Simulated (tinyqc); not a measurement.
Inside a calculation. Model: bandgap voltage reference from two bipolar transistors.

Program tinyqc, `OMP_NUM_THREADS=1 python tinyqc.py 2062147 2062148 out.jsonl`; Intel Xeon 2.30GHz, shared host, one thread, about 0.02 s. Printed values are rounded.

Two transistors of area 1 and N carry the same current I. Is(T) = Is (T/T0)^eta exp[(Vg0 q/kB)(1/T0 - 1/T)], VBE1 = Vt ln(I/Is(T)) + I rb, VBE2 = Vt ln(I/(N Is(T))) + I rb/N. The amplifier forces I R1(T) = VBE1 - VBE2 + Vos, with R(T) = R (1 + tc (T - T0)) for both resistors, and the output is Vref = VBE1 + I R2(T). Base currents and the Early effect are neglected.

Parameters, values chosen for the exercise; values of the order met in silicon bipolar transistors: reference temperature T0 = 300 K; band-gap voltage extrapolated to 0 K Vg0 = 1.171 V; temperature exponent of the saturation current eta = 4.3; saturation current of the unit transistor at T0 Is = 3.2e-16 A; area ratio of the second transistor N = 15; resistor across which the difference of VBE falls, at T0 R1 = 14 kohm; temperature coefficient of both resistors tc = 2000 ppm/K; offset of the amplifier Vos = 0 mV; series resistance of the unit transistor rb = 0 ohm; output resistor at T0 R2 = 141 kohm; temperature T = 398 K.

Constants: q = 1.602176634e-19 C, kB = 1.380649e-23 J/K. Results are converted to the units shown.

## Operating point at the reference temperature

Vt = kB T/q; I = (Vt ln N + Vos)/(R1(T) - rb (1 - 1/N)). Evaluate at T = T0.

Vt = 0.0258520 V
I = 5.00061 uA
Is(T) = 3.2e-16 A
VBE1 = 0.606805 V
I R2 = 0.705086 V
Vref = 1.31189 V

## Operating point at another temperature

Vt = kB T/q; I = (Vt ln N + Vos)/(R1(T) - rb (1 - 1/N)).

Vt = 0.0342970 V
I = 5.54694 uA
Is(T) = 7.53128e-11 A
VBE1 = 0.384370 V
I R2 = 0.935414 V
Vref = 1.31978 V

From T0 to T, VBE1 changes by -222 mV and I R2 by 230 mV, which leaves 7.89 mV in Vref.

## Resistor for zero slope at T0, ideal case

With tc = 0, Vos = 0 and rb = 0 the current is proportional to T, dVBE/dT = (VBE - Vg0 - (eta - 1) Vt)/T, and Vref has zero slope at T0 when Vref = Vg0 + (eta - 1) Vt0. Find VBE1, its slope, that Vref, R2/R1 and the curvature d2Vref/dT2 = -(eta - 1) kB/(q T0).

VBE1 = 0.606805 V
dVBE/dT = -2.16502 mV/K
Vref = 1.25631 V
R2/R1 = 9.27754
curvature = -0.947907 uV/K^2
